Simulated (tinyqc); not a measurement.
# Deep-level transient spectroscopy: amplitude against reverse bias

Schottky contact on an n-type layer with shallow donors Nd (all ionised) and a donor-like deep trap, neutral when filled and positive when empty; depletion approximation. Traps within lam of the depletion edge stay filled. A long pulse to Vp fills the traps beyond x1 = Wp - lam; back at Vr those between x1 and x2 = Wr - lam emit. A rate window reads S = C(t2) - C(t1).

lam = sqrt(2 eps0 eps_r (EF - ET)/(q Nd)), EF - ET = Et - (kB T/q) ln(Nc(T)/Nd), Nc(T) = Nc (T/300 K)^1.5. In the steady state at the band bending V, 2 eps0 eps_r V/q = Nd W^2 + Nt (W - lam)^2 (the second term only if W > lam). W(t)^2 = Wr^2 + (Nt/Nd)(x2^2 - x1^2) exp(-en t), C = eps0 eps_r/W; for small Nt, dC/C = -(Nt/2 Nd) G exp(-en t) with G = (x2^2 - x1^2)/Wr^2. Listed at t = 0.

Inputs (values chosen for the exercise); material values close to those of 4H silicon carbide:
- eps_r = 9.53 (relative permittivity)
- Nc = 1.72e19 cm^-3 (conduction-band density of states at 300 K)
- Nd = 4.3e16 cm^-3 (shallow donor density)
- Vbi = 1.19 V (built-in voltage)
- Et = 0.37 eV (depth of the trap below the conduction edge)
- Nt = 5.2e14 cm^-3 (trap density)
- Vp = 0 V (reverse bias during the filling pulse)
- T = 168 K (temperature of the transient)

Constants: q = 1.602176634e-19 C, kB = 1.380649e-23 J/K, eps0 = 8.8541878128e-14 F/cm where lengths are in cm. Results are converted to the units shown.

Results:
```
Vr (V),Wr (nm),G,dC(0)/C (%),2 Nd |dC|/C (cm^-3)
0.5,203.1,0.1606,-0.09697,8.339e13
1.6,260.7,0.3464,-0.2088,1.796e14
2.6,303.7,0.4391,-0.2644,2.274e14
3.7,344.9,0.5061,-0.3046,2.620e14
4.8,381.7,0.5536,-0.3331,2.865e14
6.9,443.4,0.6158,-0.3703,3.185e14
8,472.5,0.6395,-0.3845,3.306e14
```

Estimate the missing row, Vr = 5.9 V.

Computed row:
```
Vr (V),Wr (nm),G,dC(0)/C (%),2 Nd |dC|/C (cm^-3)
5.9,415.2,0.5897,-0.3547,3.050e14
```

With this row back in the table: G rises from 0.161 to 0.640, since lam = 85.1 nm and x1 weigh less in a wider layer. The simple estimate 2 Nd |dC|/C reaches 16.0 % of the true Nt in the first row and 63.6 % in the last.

Program tinyqc, `OMP_NUM_THREADS=1 python tinyqc.py 2050055 2050056 out.jsonl`; Intel Xeon 2.30GHz, shared host, one thread, about 0.01 s.
